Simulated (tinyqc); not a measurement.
Two-mode optical phonons of a ternary alloy from two coupled oscillators: one step, computed by the program tinyqc. Command: `OMP_NUM_THREADS=1 python tinyqc.py 3001274 3001275 out.jsonl twomode walk`. One thread of a shared host (Intel(R) Xeon(R) Processor @ 2.30GHz), about 0.01 s of CPU time with the checks.

An alloy A(x)B(1-x)C has an A-C and a B-C bond oscillator. Each TO frequency moves linearly from the impurity mode (dilute end) to the TO of the pure crystal; each strength is proportional to the number of bonds.

Question. Share of the polar coupling. eps(omega) = eps_inf + W_1/(omega_1^2 - omega^2) + W_2/(omega_2^2 - omega^2) = 0 is the eigenproblem of the matrix [[omega_1^2 + W_1/eps_inf, sqrt(W_1 W_2)/eps_inf], [sqrt(W_1 W_2)/eps_inf, omega_2^2 + W_2/eps_inf]] for omega_LO^2. The polar coupling of mode j is c_j = (u_j . sqrt(W))^2/(eps_inf^2 omega_j^2), u_j its eigenvector and omega_j here its LO frequency; the c_j add up to 1/eps_inf - 1/eps_s. Froehlich constant alpha_j = (e^2/(4 pi eps_0)) c_j k_j/(2 E_j), E_j = h c omega_j, k_j = sqrt(m* E_j/(hbar^2/(2 m_0))).

Inputs (values chosen for the exercise, modelled on Al(x)Ga(1-x)As, with A-C the AlAs-like and B-C the GaAs-like bond): electron mass m* = 0.069 m_0.

omega_1 (A-C, TO) = 360.355 1/cm

omega_2 (B-C, TO) = 260.02 1/cm

eps_inf = 9.2289

W_1 = 159621.8 1/cm^2

W_2 = 44111.15 1/cm^2

Constants: e^2/(4 pi eps_0) = 14.39964548 eV angstrom; hbar^2/(2 m_0) = 3.80998212 eV angstrom^2; 1 THz = 33.35640952 1/cm; h x 1 THz = 4.135667696 meV.

Give: c_j, lower and upper mode; share of the upper mode; alpha_j, lower and upper mode.

Answer.

c_j, lower and upper mode: [0.004267, 0.01408]

share of the upper mode = 0.7675

alpha_j, lower and upper mode: [0.02272, 0.06245]
